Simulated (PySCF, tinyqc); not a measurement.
RHF in the 6-31g basis, for H3+, spin multiplicity 1, step by step. The lowest restricted solution is unstable here: a spin-polarised one lies 0.0002 hartree lower (PySCF). One step of it, computed by the program tinyqc.

Task: Iteration 1: building the Fock matrix. J_ij = sum D_kl (ij|kl), K_ij = sum D_kl (ik|jl); F = H + J - 0.5 K; E = tr D H + tr D J / 2 - 0.25 tr D K + E_nn.

D at the start:
```
,1H 1s,1H 2s,2H 1s,2H 2s,3H 1s,3H 2s
1H 1s,0.184294,0.190217,-0.004359,0.007881,-0.004359,0.007881
1H 2s,0.190217,0.196382,-0.006644,0.005600,-0.006644,0.005600
2H 1s,-0.004359,-0.006644,0.180669,0.201192,-0.005099,0.005556
2H 2s,0.007881,0.005600,0.201192,0.225664,0.005556,0.019638
3H 1s,-0.004359,-0.006644,-0.005099,0.005556,0.180669,0.201192
3H 2s,0.007881,0.005600,0.005556,0.019638,0.201192,0.225664
```

core Hamiltonian H = T + V (hartree):
```
,1H 1s,1H 2s,2H 1s,2H 2s,3H 1s,3H 2s
1H 1s,-1.244046,-1.126531,-0.465899,-0.701087,-0.465899,-0.701087
1H 2s,-1.126531,-1.283807,-0.645848,-0.925861,-0.645848,-0.925861
2H 1s,-0.465899,-0.645848,-0.997617,-0.967032,-0.016641,-0.162799
2H 2s,-0.701087,-0.925861,-0.967032,-1.087908,-0.162799,-0.398500
3H 1s,-0.465899,-0.645848,-0.016641,-0.162799,-0.997617,-0.967032
3H 2s,-0.701087,-0.925861,-0.162799,-0.398500,-0.967032,-1.087908
```

Two-electron integrals (ij|kl) in chemists' order, unique and non-zero (hartree):
```
i,j,k,l,(ij|kl)
1,1,1,1,1.076566
2,1,1,1,0.578470
2,1,2,1,0.329423
2,2,1,1,0.587396
2,2,2,1,0.361304
2,2,2,2,0.453150
3,1,1,1,0.165203
3,1,2,1,0.096956
3,1,2,2,0.110922
3,1,3,1,0.040695
3,2,1,1,0.213580
3,2,2,1,0.133879
3,2,2,2,0.172498
3,2,3,1,0.061810
3,2,3,2,0.110946
3,3,1,1,0.487786
3,3,2,1,0.314434
3,3,2,2,0.426300
3,3,3,1,0.165203
3,3,3,2,0.327073
3,3,3,3,1.076566
4,1,1,1,0.327073
4,1,2,1,0.187591
4,1,2,2,0.208081
4,1,3,1,0.061810
4,1,3,2,0.087962
4,1,3,3,0.213580
4,1,4,1,0.110946
4,2,1,1,0.385746
4,2,2,1,0.239878
4,2,2,2,0.308384
4,2,3,1,0.086691
4,2,3,2,0.146203
4,2,3,3,0.385746
4,2,4,1,0.146203
4,2,4,2,0.233778
4,3,1,1,0.314434
4,3,2,1,0.201203
4,3,2,2,0.271635
4,3,3,1,0.096956
4,3,3,2,0.187591
4,3,3,3,0.578470
4,3,4,1,0.133879
4,3,4,2,0.239878
4,3,4,3,0.329423
4,4,1,1,0.426300
4,4,2,1,0.271635
4,4,2,2,0.370262
4,4,3,1,0.110922
4,4,3,2,0.208081
4,4,3,3,0.587396
4,4,4,1,0.172498
4,4,4,2,0.308384
4,4,4,3,0.361304
4,4,4,4,0.453150
5,1,1,1,0.165203
5,1,2,1,0.096956
5,1,2,2,0.110922
5,1,3,1,0.021904
5,1,3,2,0.030309
5,1,3,3,0.069522
5,1,4,1,0.049965
5,1,4,2,0.063903
5,1,4,3,0.045672
5,1,4,4,0.067382
5,1,5,1,0.040695
5,2,1,1,0.213580
5,2,2,1,0.133879
5,2,2,2,0.172498
5,2,3,1,0.030309
5,2,3,2,0.044611
5,2,3,3,0.104507
5,2,4,1,0.068514
5,2,4,2,0.096462
5,2,4,3,0.068748
5,2,4,4,0.103229
5,2,5,1,0.061810
5,2,5,2,0.110946
5,3,1,1,0.003405
5,3,2,1,0.001900
5,3,2,2,0.002009
5,3,3,1,0.000553
5,3,3,2,0.000740
5,3,3,3,0.001714
5,3,4,1,0.001079
5,3,4,2,0.001326
5,3,4,3,0.001099
5,3,4,4,0.001481
5,3,5,1,0.000553
5,3,5,2,0.000740
5,3,5,3,0.000011
5,4,1,1,0.049493
5,4,2,1,0.030231
5,4,2,2,0.037042
5,4,3,1,0.006994
5,4,3,2,0.010046
5,4,3,3,0.023337
5,4,4,1,0.015666
5,4,4,2,0.021266
5,4,4,3,0.015328
5,4,4,4,0.022738
5,4,5,1,0.012908
5,4,5,2,0.021415
5,4,5,3,0.000169
5,4,5,4,0.004311
5,5,1,1,0.487786
5,5,2,1,0.314434
5,5,2,2,0.426300
5,5,3,1,0.069522
5,5,3,2,0.104507
5,5,3,3,0.246817
5,5,4,1,0.158294
5,5,4,2,0.230291
5,5,4,3,0.162472
5,5,4,4,0.246077
5,5,5,1,0.165203
5,5,5,2,0.327073
5,5,5,3,0.001714
5,5,5,4,0.059595
5,5,5,5,1.076566
6,1,1,1,0.327073
6,1,2,1,0.187591
6,1,2,2,0.208081
6,1,3,1,0.049965
6,1,3,2,0.068514
6,1,3,3,0.158294
6,1,4,1,0.103106
6,1,4,2,0.131148
6,1,4,3,0.102696
6,1,4,4,0.144152
6,1,5,1,0.061810
6,1,5,2,0.087962
6,1,5,3,0.001079
6,1,5,4,0.019394
6,1,5,5,0.213580
6,1,6,1,0.110946
6,2,1,1,0.385746
6,2,2,1,0.239878
6,2,2,2,0.308384
6,2,3,1,0.063903
6,2,3,2,0.096462
6,2,3,3,0.230291
6,2,4,1,0.131148
6,2,4,2,0.191016
6,2,4,3,0.149818
6,2,4,4,0.216425
6,2,5,1,0.086691
6,2,5,2,0.146203
6,2,5,3,0.001326
6,2,5,4,0.029806
6,2,5,5,0.385746
6,2,6,1,0.146203
6,2,6,2,0.233778
6,3,1,1,0.049493
6,3,2,1,0.030231
6,3,2,2,0.037042
6,3,3,1,0.012908
6,3,3,2,0.021415
6,3,3,3,0.059595
6,3,4,1,0.019394
6,3,4,2,0.029806
6,3,4,3,0.034871
6,3,4,4,0.039953
6,3,5,1,0.006994
6,3,5,2,0.010046
6,3,5,3,0.000169
6,3,5,4,0.002283
6,3,5,5,0.023337
6,3,6,1,0.015666
6,3,6,2,0.021266
6,3,6,3,0.004311
6,4,1,1,0.156334
6,4,2,1,0.096160
6,4,2,2,0.120605
6,4,3,1,0.029522
6,4,3,2,0.045910
6,4,3,3,0.113458
6,4,4,1,0.055380
6,4,4,2,0.082076
6,4,4,3,0.072295
6,4,4,4,0.098544
6,4,5,1,0.029522
6,4,5,2,0.045910
6,4,5,3,0.000535
6,4,5,4,0.009859
6,4,5,5,0.113458
6,4,6,1,0.055380
6,4,6,2,0.082076
6,4,6,3,0.009859
6,4,6,4,0.032099
6,5,1,1,0.314434
6,5,2,1,0.201203
6,5,2,2,0.271635
6,5,3,1,0.045672
6,5,3,2,0.068748
6,5,3,3,0.162472
6,5,4,1,0.102696
6,5,4,2,0.149818
6,5,4,3,0.106934
6,5,4,4,0.161577
6,5,5,1,0.096956
6,5,5,2,0.187591
6,5,5,3,0.001099
6,5,5,4,0.034871
6,5,5,5,0.578470
6,5,6,1,0.133879
6,5,6,2,0.239878
6,5,6,3,0.015328
6,5,6,4,0.072295
6,5,6,5,0.329423
6,6,1,1,0.426300
6,6,2,1,0.271635
6,6,2,2,0.370262
6,6,3,1,0.067382
6,6,3,2,0.103229
6,6,3,3,0.246077
6,6,4,1,0.144152
6,6,4,2,0.216425
6,6,4,3,0.161577
6,6,4,4,0.241539
6,6,5,1,0.110922
6,6,5,2,0.208081
6,6,5,3,0.001481
6,6,5,4,0.039953
6,6,5,5,0.587396
6,6,6,1,0.172498
6,6,6,2,0.308384
6,6,6,3,0.022738
6,6,6,4,0.098544
6,6,6,5,0.361304
6,6,6,6,0.453150
```

nuclear repulsion = 1.23408864 hartree

Give: Coulomb J; exchange K; Fock matrix F; total energy of this density.

Result:

Coulomb J (hartree):
```
,1H 1s,1H 2s,2H 1s,2H 2s,3H 1s,3H 2s
1H 1s,1.1731,0.7115,0.2322,0.4123,0.2322,0.4123
1H 2s,0.7115,0.8869,0.3800,0.6178,0.3800,0.6178
2H 1s,0.2322,0.3800,1.0289,0.6221,0.0040,0.0782
2H 2s,0.4123,0.6178,0.6221,0.7821,0.0782,0.2361
3H 1s,0.2322,0.3800,0.0040,0.0782,1.0289,0.6221
3H 2s,0.4123,0.6178,0.0782,0.2361,0.6221,0.7821
```

exchange K (hartree):
```
,1H 1s,1H 2s,2H 1s,2H 2s,3H 1s,3H 2s
1H 1s,0.6117,0.5250,0.2476,0.3569,0.2476,0.3569
1H 2s,0.5250,0.5672,0.3393,0.4237,0.3393,0.4237
2H 1s,0.2476,0.3393,0.5558,0.4496,0.0441,0.1239
2H 2s,0.3569,0.4237,0.4496,0.4491,0.1239,0.2184
3H 1s,0.2476,0.3393,0.0441,0.1239,0.5558,0.4496
3H 2s,0.3569,0.4237,0.1239,0.2184,0.4496,0.4491
```

Fock matrix F (hartree):
```
,1H 1s,1H 2s,2H 1s,2H 2s,3H 1s,3H 2s
1H 1s,-0.3768,-0.6775,-0.3575,-0.4672,-0.3575,-0.4672
1H 2s,-0.6775,-0.6804,-0.4355,-0.5199,-0.4355,-0.5199
2H 1s,-0.3575,-0.4355,-0.2466,-0.5697,-0.0347,-0.1465
2H 2s,-0.4672,-0.5199,-0.5697,-0.5304,-0.1465,-0.2716
3H 1s,-0.3575,-0.4355,-0.0347,-0.1465,-0.2466,-0.5697
3H 2s,-0.4672,-0.5199,-0.1465,-0.2716,-0.5697,-0.5304
```

total energy of this density = -0.689037 hartree

This density is the starting one; it is not idempotent, so its energy is not variational and may lie below the converged one.
